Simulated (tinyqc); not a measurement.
# Implanted layer, carriers, mobility and sheet resistance: effects of single changes

A p-type layer from the surface x = 0 to the junction xj, N(x) = N0 exp(-(x - Rp)^2/(2 sg^2)). Local neutrality (no depletion at surface or junction, no spilling of carriers), intrinsic carriers neglected, full ionisation of active dopants.

Parameters, values chosen for the exercise; values close to those of boron in silicon over an n-type background:
```
symbol,value,unit,meaning
T,300,K,temperature
Nb,5.2e14,cm^-3,background doping of the opposite type
N0,1.2e20,cm^-3,peak chemical concentration
m1,46.4,cm^2/(V s),mobility limit at high doping
m2,461,cm^2/(V s),"mobility limit at low doping, at 300 K"
Nr,2.16e17,cm^-3,reference doping of the mobility law
am,0.697,,exponent of the mobility law
bt,2,,temperature exponent of m2
Ns,1.93e20,cm^-3,solubility limit of active dopant
sg,24,nm,straggle after annealing
Rp,14,nm,projected range
```

Constants: q = 1.602176634e-19 C. Results are converted to the units shown.

Each table varies one quantity; the others keep the values above.

## Effect of the peak chemical concentration

xj = Rp + sg sqrt(2 ln(N0/Nb)). Active dopant A = min(N, Ns); p = A - Nb; mobility mu = m1 + (m2 (T/300 K)^(-bt) - m1)/(1 + ((A + Nb)/Nr)^am). Dose = integral of N, carrier sheet density = integral of p, 1/Rs = q integral of p mu, mean mobility 1/(q Rs sheet density), Hall mobility (unit Hall factor) = integral of p mu^2 over integral of p mu, Hall sheet density = (integral of p mu)^2/integral of p mu^2; all from 0 to xj. Integrals on 4000 steps.

Results:

| N0 (cm^-3) | xj (nm) | dose (cm^-2) | carriers (cm^-2) | Rs (ohm/square) | mean mobility (cm^2/(V s)) | Rs xj (ohm nm) | Hall/true sheet density |
|---|---|---|---|---|---|---|---|
| 2.7e17 | 98.87 | 1.169e12 | 1.164e12 | 2.051e4 | 261.4 | 2.028e6 | 0.9811 |
| 7.3e17 | 105.4 | 3.162e12 | 3.157e12 | 1.018e4 | 194.2 | 1.073e6 | 0.9599 |
| 2e18 | 111.5 | 8.665e12 | 8.659e12 | 5226 | 137.9 | 5.828e5 | 0.9350 |
| 5.4e18 | 117.2 | 2.339e13 | 2.339e13 | 2686 | 99.35 | 3.148e5 | 0.9213 |
| 4e19 | 127.8 | 1.733e14 | 1.733e14 | 583.7 | 61.71 | 7.462e4 | 0.9503 |
| 1.1e20 | 132.9 | 4.766e14 | 4.766e14 | 241.4 | 54.26 | 3.206e4 | 0.9730 |
| 2.9e20 | 137.5 | 1.256e15 | 1.008e15 | 120.8 | 51.27 | 1.660e4 | 0.9853 |
| 8e20 | 142.1 | 3.466e15 | 1.272e15 | 96.53 | 50.83 | 1.372e4 | 0.9890 |

Estimate the missing row, N0 = 1.5e19 cm^-3.

Computed row:

| N0 (cm^-3) | xj (nm) | dose (cm^-2) | carriers (cm^-2) | Rs (ohm/square) | mean mobility (cm^2/(V s)) | Rs xj (ohm nm) | Hall/true sheet density |
|---|---|---|---|---|---|---|---|
| 1.5e19 | 122.8 | 6.499e13 | 6.498e13 | 1281 | 74.99 | 1.573e5 | 0.9287 |

With this row back in the table: As N0 goes from 2.7e17 to 8e20, xj rises from 98.9 to 142 nm, Rs falls from 20500 to 96.5 ohm/square, the mean mobility falls from 261 to 50.8 cm^2/(V s) and the share of the dose that conducts goes from 99.6 through a maximum of 100 (at N0 = 1.1e20 among the rows listed) to 36.7 %. Rs goes as dose^(-0.70) at the low end and dose^(-0.22) at the high end; constant mobility and activation would give -1. Above N0 = Ns = 1.93e20 cm^-3 added dopant only widens the clipped top.

## Effect of the background doping of the opposite type

Same model as above.

Integrals on 4000 steps.

Results:

| Nb (cm^-3) | xj (nm) | dose (cm^-2) | carriers (cm^-2) | Rs (ohm/square) | mean mobility (cm^2/(V s)) | Rs xj (ohm nm) | Hall/true sheet density |
|---|---|---|---|---|---|---|---|
| 1e14 | 141.0 | 5.199e14 | 5.199e14 | 223.1 | 53.82 | 3.145e4 | 0.9745 |
| 5.5e14 | 133.0 | 5.199e14 | 5.199e14 | 223.1 | 53.82 | 2.967e4 | 0.9746 |
| 3e15 | 124.5 | 5.199e14 | 5.199e14 | 223.1 | 53.81 | 2.777e4 | 0.9753 |
| 1.7e16 | 115.0 | 5.199e14 | 5.197e14 | 223.3 | 53.79 | 2.569e4 | 0.9775 |
| 5e17 | 93.46 | 5.196e14 | 5.149e14 | 226.9 | 53.43 | 2.120e4 | 0.9902 |
| 2.7e18 | 80.11 | 5.178e14 | 4.961e14 | 238.0 | 52.86 | 1.907e4 | 0.9965 |
| 1.5e19 | 62.94 | 5.049e14 | 4.105e14 | 293.7 | 51.76 | 1.849e4 | 0.9995 |

Estimate the missing row, Nb = 9.1e16 cm^-3.

Computed row:

| Nb (cm^-3) | xj (nm) | dose (cm^-2) | carriers (cm^-2) | Rs (ohm/square) | mean mobility (cm^2/(V s)) | Rs xj (ohm nm) | Hall/true sheet density |
|---|---|---|---|---|---|---|---|
| 9.1e16 | 105.0 | 5.198e14 | 5.189e14 | 224.0 | 53.69 | 2.352e4 | 0.9827 |

With this row back in the table: As Nb goes from 1e14 to 1.5e19, xj falls from 141 to 62.9 nm, Rs rises from 223 to 294 ohm/square, the mean mobility falls from 53.8 to 51.8 cm^2/(V s) and the share of the dose that conducts falls from 100 to 81.3 %.

Computed by the program tinyqc: `OMP_NUM_THREADS=1 python tinyqc.py 2110034 2110035 out.jsonl`, one thread of a shared Intel Xeon 2.30GHz, about 0.01 s for the whole run.
